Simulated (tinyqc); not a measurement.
# From one set of inputs to another, one input at a time

Model: inversion-layer mobility, back-scattering and ballistic limit of a field-effect transistor. Computed by tinyqc, a small Python program. Command: `OMP_NUM_THREADS=1 python tinyqc.py 3002492 3002493 out.jsonl mos ladder`. One thread of a shared host (Intel(R) Xeon(R) Processor @ 2.30GHz), about 0.03 s of CPU time with the checks.

The charge at the top of the source barrier is fixed by the gate; series resistance and short-channel effects are left out. F_j are Fermi integrals normalised to exp(eta) in the classical limit.

The inputs printed are set A. Set A is modelled on a silicon n-channel; the values taken over come from a set modelled on a germanium p-channel. Inputs not listed in the table keep their values of set A, so the rows need not describe a real material.

Inputs (values chosen for the exercise, modelled on a silicon n-channel):

| quantity | value | unit |
|---|---|---|
| transport mass m | 0.19 | m_0 |
| valley degeneracy g_v | 2 | - |
| weight w of the inversion charge | 0.5 | - |
| permittivity eps | 11.7 | - |
| phonon mobility at 1 MV/cm and 300 K, mu_ph | 330 | cm^2/(V s) |
| roughness mobility at 1 MV/cm, mu_sr | 1400 | cm^2/(V s) |
| Coulomb mobility at N_inv = 1e12/cm^2, mu_C | 940 | cm^2/(V s) |
| electrical oxide thickness t_inv | 2.2 | nm |
| depletion charge N_dep | 3.7e+12 | 1/cm^2 |
| gate overdrive V_G - V_T | 0.71 | V |
| drain voltage V_D | 0.45 | V |
| channel length L | 22 | nm |
| exponent a of the critical length | 0.64 | - |
| temperature T | 300 | K |

Statistics at the top of the barrier: Fermi-Dirac.

Constants: eps_0 = 8.8541878128e-12 F/m; e = 1.602176634e-19 C; m_0 = 9.1093837015e-31 kg; k_B = 1.380649e-23 J/K; hbar = 1.054571817e-34 J s; k_B = 8.617333262e-05 eV/K.

Method:
- N_inv = 3.9 eps_0 (V_G - V_T)/(e t_inv); effective field E_eff = e (N_dep + w N_inv)/(eps eps_0).
- mu_phonon = mu_ph (E_eff/1 MV/cm)^(-0.3) (T/300 K)^(-1.75); mu_rough = mu_sr (E_eff/1 MV/cm)^(-2); mu_Coulomb = mu_C (N_inv/1e12 cm^-2) (T/300 K); Matthiessen's rule adds 1/mu.
- F_j(eta) = (1/Gamma(j + 1)) int_0^infinity x^j/(1 + exp(x - eta)) dx, F_0 = ln(1 + exp(eta)). Integrals over x = E/(k_B T) use 160 Gauss-Legendre points in u = sqrt(x) from 0 to sqrt(max(eta, 0) + 32).
- Ballistic channel: N_2D = g_v m k_B T/(pi hbar^2), U = e V_D/(k_B T); eta_F solves N_inv = (N_2D/2)[F_0(eta_F) + F_0(eta_F - U)]; v_T = sqrt(2 k_B T/(pi m)); I/W = e (N_2D/2) v_T [F_1/2(eta_F) - F_1/2(eta_F - U)]; injection velocity v_T F_1/2(eta_F)/F_0(eta_F).
- Mean free path lambda = (2 k_B T/e)(mu/v_T) F_0(eta_0)/F_-1/2(eta_0), with eta_0 from N_inv = N_2D F_0(eta_0); critical length l = L (1 + U)^(-a), an empirical rule; back-scattering r = l/(l + lambda). Then eta solves N_inv = (N_2D/2)[(1 + r) F_0(eta) + (1 - r) F_0(eta - U)] and I/W = e (N_2D/2) v_T (1 - r)[F_1/2(eta) - F_1/2(eta - U)].
- Ballistic ratio: I over the ballistic current. Apparent mobility 1/(1/mu + 1/mu_B), mu_B = mu L/lambda.

Each row keeps all changes above it:

| input moved | from | to | current I/W (microampere/micrometre) | effective mobility mu (cm^2/(V s)) | ballistic ratio |
|---|---|---|---|---|---|
| set A | - | - | 1320.0 | 240.39 | 0.62932 |
| Coulomb mobility at N_inv = 1e12/cm^2, mu_C (cm^2/(V s)) | 940 | 540 | 1306.7 | 234.01 | 0.62299 |
| electrical oxide thickness t_inv (nm) | 2.2 | 2.5 | 1105.7 | 240.70 | 0.62484 |
| transport mass m (m_0) | 0.19 | 0.21 | 1033.7 | 240.70 | 0.63335 |
| drain voltage V_D (V) | 0.45 | 0.05 | 373.7 | 240.70 | 0.45516 |
| temperature T (K) | 300 | 77 | 713.6 | 445.66 | 0.70158 |
| phonon mobility at 1 MV/cm and 300 K, mu_ph (cm^2/(V s)) | 330 | 240 | 703.1 | 425.45 | 0.69125 |
| gate overdrive V_G - V_T (V) | 0.71 | 0.9 | 879.4 | 431.80 | 0.74465 |

Current I/W goes from 1320 to 879, a factor 0.666 in all. The largest single move comes from drain voltage V_D (a factor 0.362), and temperature T works against it (a factor 1.91). Effective mobility mu goes from 240 to 432, a factor 1.80 in all. The largest single move comes from temperature T (a factor 1.85). Ballistic ratio goes from 0.629 to 0.745, a factor 1.18 in all. The largest single move comes from temperature T (a factor 1.54), and drain voltage V_D works against it (a factor 0.719). The single moves hold for this order of the switches; the total does not depend on the order.

Caution (rows temperature T, phonon mobility at 1 MV/cm and 300 K, mu_ph, gate overdrive V_G - V_T): in a degenerate gas the layer that can return carriers is set by E_F rather than k_B T, so l is underestimated.

Extremes, crossings and ranges named in words are read from the listed rows.
